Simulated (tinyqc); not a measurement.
Inside a calculation: alloy A(1-x)B(x) by interpolation with bowing. Values are carried at full precision from step to step, so a last printed digit may differ when a step is redone from the rounded ones.

Each gap follows E(x) = (1 - x) E_A + x E_B - C x (1 - x); the lattice constant follows Vegard, a(x) = (1 - x) a_A + x a_B.

Constants: hc = 1239.841984 eV nm; kB = 8.617333262e-05 eV/K.

Values chosen for the exercise (A near AlAs, B near InAs; shifted at random, so the results belong to these values and not to a real crystal):
- a = (5.654, 6.058) angstrom (lattice constant of A, B)
- x = 0.13 (fraction of B)
- Eg = (3.119, 0.416) eV (gap at Gamma to the s-like level of A, B)
- EgX = (2.259, 1.434) eV (gap to the lowest valley along Gamma-X of A, B)
- EgL = (2.472, 1.128) eV (gap to L of A, B)
- C = (0.672, 0, 0) eV (bowing of the Gamma, X and L gaps)
- Dso = (0.277, 0.391) eV (spin-orbit splitting of A, B)
- Ep = (20.9, 21.5) eV (Kane energy of A, B)
- me = (0.1504, 0.0258) m0 (electron mass at Gamma of A, B)
- Cs = 0.18 eV (bowing of Dso)
- md = (0.1414, 0.97, 0.53) m0 (density-of-states masses of Gamma, all X and all L valleys)
- T = 200 K (temperature)

## Gaps and lattice constant at x

Also give the wavelength hc/E of the lowest gap.

a(x) = 5.7065 angstrom

linear parts (eV): Gamma 2.7676, X 2.1517, L 2.2973

bowing terms C x (1 - x) (eV): Gamma 0.0760, X 0.0000, L 0.0000

gaps (eV): Gamma 2.6916, X 2.1517, L 2.2973

wavelength of the lowest gap = 576.2 nm

The lowest valley is X, so the gap is indirect; the next, L, lies 146 meV higher.

## Where the valleys cross

The difference of two gaps is a quadratic q2 x^2 + q1 x + q0 with q2 = C_i - C_j, q1 = (E_B - E_A - C)_i - (E_B - E_A - C)_j, q0 = E_A,i - E_A,j; give its roots between 0 and 1 (a dash: none).

Crossings:
```
pair        q2      q1      q0  first root  second root
Gamma-X  0.672  -2.550   0.860      0.3741            -
Gamma-L  0.672  -2.031   0.647      0.3619            -
X-L      0.000   0.519  -0.213      0.4104            -
```

The lowest valley changes at x = 0.374 (X to Gamma, gap 1.950 eV). The other crossings lie above the lowest valley.

## Electron mass of the alloy

Mass at Gamma from the Kane formula 1/m = F + Ep (Eg + 2 Dso/3)/(Eg (Eg + Dso)). F is fixed by the masses of A and B and interpolated linearly, as is Ep; Eg and Dso carry their bowing.

Compare with the linear interpolation of the masses.

F of A, B: 0.1303  -4.5761

Ep, Eg, Dso at x (eV): 20.9780  2.6916  0.2715

m(x) from the Kane formula = 0.1414 m0
m(x) linear = 0.1342 m0

The Kane value lies 5.3 % above the linear one. The Gamma valley is not the lowest at this x.

## Shares of the electrons in the valleys

Non-degenerate: n_i proportional to md_i^(3/2) exp(-E_i/kT).

md^(3/2): Gamma 0.0532, X 0.9553, L 0.3858

(E - E_min)/kT: Gamma 31.32, X 0.00, L 8.44

shares: Gamma 0.000, X 1.000, L 0.000

X holds most electrons (100.0 %).

## Checks

- The Gamma and X gaps at their crossing x = 0.3741 (eV): both 1.9503.
- The Gamma and L gaps at their crossing x = 0.3619 (eV): both 1.9856.
- The X and L gaps at their crossing x = 0.4104 (eV): both 1.9204.

(tinyqc, `OMP_NUM_THREADS=1 python tinyqc.py 1080135 1080136 out.jsonl`, Intel(R) Xeon(R) Processor @ 2.30GHz, 1 thread, shared host, about 0.01 s.)
